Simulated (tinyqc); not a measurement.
Inside a calculation. Method: empirical pseudopotential in a few plane waves. Computed by tinyqc, a small Python program that keeps every step. Settings: plane-wave index or count = 15. Command: `OMP_NUM_THREADS=1 python tinyqc.py 29559 29560 out.jsonl` (the two numbers bound the seeds that draw the settings). One thread of a shared host (Intel(R) Xeon(R) Processor @ 2.60GHz), about 0.2 s of CPU time with the checks.

## Bloch Hamiltonian at G

Parameters chosen for this model: fcc lattice, atoms at +/- a/8 (1,1,1); form factors in rydberg at |G|^2 in units of (2 pi/a)^2:
```
parameter,value,unit
a,5.480000,angstrom
VS(3),-0.237000,Ry
VS(8),0.040000,Ry
VS(11),0.065000,Ry
VA(3),0,Ry
VA(4),0,Ry
VA(11),0,Ry
hbar^2/2m (2 pi/a)^2,5.008660,eV
```

k point G (2 pi / a): 0  0  0

Basis: the 15 shortest G (labels in 2 pi/a), the same at every k. H(G,G') = c |k + G|^2 delta + VS(|G-G'|^2) cos((G-G').tau) + i VA sin((G-G').tau), tau = a/8 (1,1,1); 1 Ry = 13.605693 eV.

H(k) at G (eV):
```
,+0+0+0,-1-1-1,-1-1+1,-1+1-1,-1+1+1,+1-1-1,+1-1+1,+1+1-1,+1+1+1,-2+0+0,+0-2+0,+0+0-2,+0+0+2,+0+2+0,+2+0+0
+0+0+0,0.0000,2.2801,-2.2801,-2.2801,-2.2801,-2.2801,-2.2801,-2.2801,2.2801,0.0000,0.0000,0.0000,0.0000,0.0000,0.0000
-1-1-1,2.2801,15.0260,0.0000,0.0000,-0.5442,0.0000,-0.5442,-0.5442,0.0000,-2.2801,-2.2801,-2.2801,-0.6253,-0.6253,-0.6253
-1-1+1,-2.2801,0.0000,15.0260,0.5442,0.0000,0.5442,0.0000,0.0000,-0.5442,-2.2801,-2.2801,0.6253,2.2801,-0.6253,-0.6253
-1+1-1,-2.2801,0.0000,0.5442,15.0260,0.0000,0.5442,0.0000,0.0000,-0.5442,-2.2801,0.6253,-2.2801,-0.6253,2.2801,-0.6253
-1+1+1,-2.2801,-0.5442,0.0000,0.0000,15.0260,0.0000,0.5442,0.5442,0.0000,2.2801,-0.6253,-0.6253,-2.2801,-2.2801,0.6253
+1-1-1,-2.2801,0.0000,0.5442,0.5442,0.0000,15.0260,0.0000,0.0000,-0.5442,0.6253,-2.2801,-2.2801,-0.6253,-0.6253,2.2801
+1-1+1,-2.2801,-0.5442,0.0000,0.0000,0.5442,0.0000,15.0260,0.5442,0.0000,-0.6253,2.2801,-0.6253,-2.2801,0.6253,-2.2801
+1+1-1,-2.2801,-0.5442,0.0000,0.0000,0.5442,0.0000,0.5442,15.0260,0.0000,-0.6253,-0.6253,2.2801,0.6253,-2.2801,-2.2801
+1+1+1,2.2801,0.0000,-0.5442,-0.5442,0.0000,-0.5442,0.0000,0.0000,15.0260,-0.6253,-0.6253,-0.6253,-2.2801,-2.2801,-2.2801
-2+0+0,0.0000,-2.2801,-2.2801,-2.2801,2.2801,0.6253,-0.6253,-0.6253,-0.6253,20.0346,0.5442,0.5442,-0.5442,-0.5442,0.0000
+0-2+0,0.0000,-2.2801,-2.2801,0.6253,-0.6253,-2.2801,2.2801,-0.6253,-0.6253,0.5442,20.0346,0.5442,-0.5442,0.0000,-0.5442
+0+0-2,0.0000,-2.2801,0.6253,-2.2801,-0.6253,-2.2801,-0.6253,2.2801,-0.6253,0.5442,0.5442,20.0346,0.0000,-0.5442,-0.5442
+0+0+2,0.0000,-0.6253,2.2801,-0.6253,-2.2801,-0.6253,-2.2801,0.6253,-2.2801,-0.5442,-0.5442,0.0000,20.0346,0.5442,0.5442
+0+2+0,0.0000,-0.6253,-0.6253,2.2801,-2.2801,-0.6253,0.6253,-2.2801,-2.2801,-0.5442,0.0000,-0.5442,0.5442,20.0346,0.5442
+2+0+0,0.0000,-0.6253,-0.6253,-0.6253,0.6253,2.2801,-2.2801,-2.2801,-2.2801,0.0000,-0.5442,-0.5442,0.5442,0.5442,20.0346
```

## Levels at G

Diagonalise the Hermitian matrix.

eigenvalues (eV): -2.2048  10.8181  10.8181  10.8181  13.0659  14.4818  14.4818  14.4818  18.8635  18.9462  18.9462  23.6983  23.6983  23.6983  25.8044

## Bands along a path

The same steps at evenly spaced points between the labelled ones.

Bands along the path (eV), lowest eight:
```
k,band 1,band 2,band 3,band 4,band 5,band 6,band 7,band 8
L,0.2883,3.4629,9.8113,9.8113,12.5348,15.4415,15.4415,19.5441
L-G 0.25,-0.4991,4.5680,9.8513,9.8513,12.6203,15.3924,15.3924,19.8058
L-G 0.50,-1.4040,6.5948,10.1427,10.1427,13.0169,15.4122,15.4122,18.0864
L-G 0.75,-2.0006,9.0048,10.5729,10.5729,13.5361,14.8945,14.8945,15.5008
G,-2.2048,10.8181,10.8181,10.8181,13.0659,14.4818,14.4818,14.4818
G-X 0.25,-1.9317,9.0345,10.1397,10.1397,13.7935,14.7458,15.5895,15.5895
G-X 0.50,-1.1189,6.6214,9.1453,9.1453,12.8380,14.5220,17.8409,17.8409
G-X 0.75,0.2116,4.3417,8.5167,8.5167,12.3723,13.0462,20.5061,20.5061
X,2.0179,2.3231,8.4070,8.4070,12.2250,12.5955,23.4592,23.4592
```

With 4 band(s) filled, the highest filled level on these points lies at G and the lowest empty one at X: a gap of 1.4069 eV, indirect. This holds for the small fixed basis; with all plane waves up to |k + G|^2 = 21 (2 pi/a)^2 the gap along the path is 1.16 eV.

## Convergence with the number of plane waves

Levels at G counted from the fourth one.

Levels (eV):
```
plane waves,level 1,level 5,level 8
9,-16.6866,0,2.1769
15,-13.0229,2.2478,3.6637
27,-12.4360,2.8560,3.5139
51,-12.5333,2.9716,3.6217
59,-12.5699,2.9729,3.4537
65,-12.5810,2.9729,3.4202
89,-12.5467,2.9514,3.4497
```
